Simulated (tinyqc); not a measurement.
Delta-doped layer in the Thomas-Fermi potential: sweeps and comparisons. A value that a table varies takes the place of the one given here.

All donors ionised in the plane z = 0, zero temperature, energies from the Fermi level EF of the Thomas-Fermi model, which lies at the bulk band edge; c = hbar^2/2m0, q = e^2/(4 pi eps0). Layer in a (001) plane: two valleys with m_z = ml, m_d = mt (unprimed) and four with m_z = mt, m_d = sqrt(ml mt) (primed); m3 = (ml mt^2)^(1/3), gv = 6. With n = (gv/3 pi^2)(m3 (-V)/c)^(3/2) and V'' = -(4 pi q/eps) n for z > 0, the solution is V = -b/(|z| + z0)^4 with sqrt(b) = 20/K, K = (4 pi q/eps)(gv/3 pi^2)(m3/c)^(3/2), and z0^5 = 4b/(e F0), e F0 = 2 pi q N/eps; 1e13/cm^2 = 1e-3/angstrom^2. Exchange and correlation are left out.

Subbands solve -(c/m_z) psi'' + V psi = E psi on 1280 points of spacing z0/80; up to ten levels for each group, kept if bound with an rms width below 2.5 z0.

Constants: hbar^2/2m0 = 3.80998211 eV angstrom^2; e^2/(4 pi eps0) = 14.39964547 eV angstrom.

Values chosen for the exercise (near those of a delta-doped layer in Si; shifted at random, so the results belong to these values and not to a real crystal): ml = 0.907 m0 (longitudinal mass); mt = 0.194 m0 (transverse mass); eps = 11.5 (dielectric constant); Nl = (1.2, 2.4, 4.8, 8.4, 14, 24, 38) x 1e13/cm^2 (sheet densities); N = 12 x 1e13/cm^2 (donor sheet density).

## Doping density

The well, the lowest level and the filling anew; at zero temperature n_i = g m_d (mu - E_i)/(2 pi c), with mu fixed by sum n_i = N.

Results:

| N (1e13/cm^2) | z0 (angstrom) | depth (eV) | lowest (eV) | next - lowest (eV) | occupied | share of lowest (%) |
|---|---|---|---|---|---|---|
| 1.2 | 30.6 | 0.0723 | -0.0254 | 0.0127 | 2 | 32.7 |
| 2.4 | 26.7 | 0.1259 | -0.0486 | 0.0229 | 3 | 31.3 |
| 4.8 | 23.2 | 0.2192 | -0.0921 | 0.0408 | 3 | 29.7 |
| 8.4 | 20.8 | 0.3430 | -0.1535 | 0.0644 | 3 | 28.4 |
| 14 | 18.7 | 0.5162 | -0.2437 | 0.0973 | 3 | 27.2 |
| 24 | 16.8 | 0.7945 | -0.3953 | 0.1496 | 4 | 25.9 |
| 38 | 15.4 | 1.1474 | -0.5955 | 0.2148 | 4 | 24.9 |

The depth grows as N^(4/5) and z0 shrinks as N^(-1/5): factors 15.9 and 2.00 for 32 times the doping. The lowest level deepens faster, with exponent 0.91, since the zero-point energy takes a smaller share of a deeper well (65 % falling to 48 %). The number of occupied subbands is 2 in the first row and 4 in the last. Depths beyond about 0.5 eV stretch parabolic valleys past their range. Up to N = 1.2 the donor spacing exceeds 1.5 Bohr radii (one radius, a0 eps/m with the density-of-states mass, is 19 angstrom), where a uniform sheet is a crude picture of discrete donors (beyond about three radii electrons stay on single donors).

## What each parameter does

z0, depth, lowest level and its rms width. Each row changes one parameter from the base and keeps the others.

Results:

| case | z0 (angstrom) | depth (eV) | lowest (eV) | rms z (angstrom) |
|---|---|---|---|---|
| base | 19.33 | 0.4563 | -0.2120 | 4.60 |
| N = 7.2 x 1e13/cm^2 | 21.41 | 0.3032 | -0.1334 | 5.63 |
| eps = 10.3 | 18.10 | 0.4769 | -0.2165 | 4.50 |
| ml = 1.043 m0 | 18.80 | 0.4437 | -0.2092 | 4.36 |
| mt = 0.165 m0 | 20.63 | 0.4868 | -0.2375 | 4.48 |

The largest shifts from the base row, up to three for each result and ties (the steps differ in size, so this ranks the rows, not the parameters). z0 (angstrom): N +2.08, mt +1.29, eps -1.24. depth (eV): N -0.1531, mt +0.0305, eps +0.0206. lowest (eV): N +0.0786, mt -0.0255, eps -0.0045. rms z (angstrom): N +1.03, ml -0.25, mt -0.13.

(tinyqc, `OMP_NUM_THREADS=1 python tinyqc.py 1252593 1252594 out.jsonl`, Intel(R) Xeon(R) Processor @ 2.30GHz, 1 thread, shared host, about 0.2 s.)
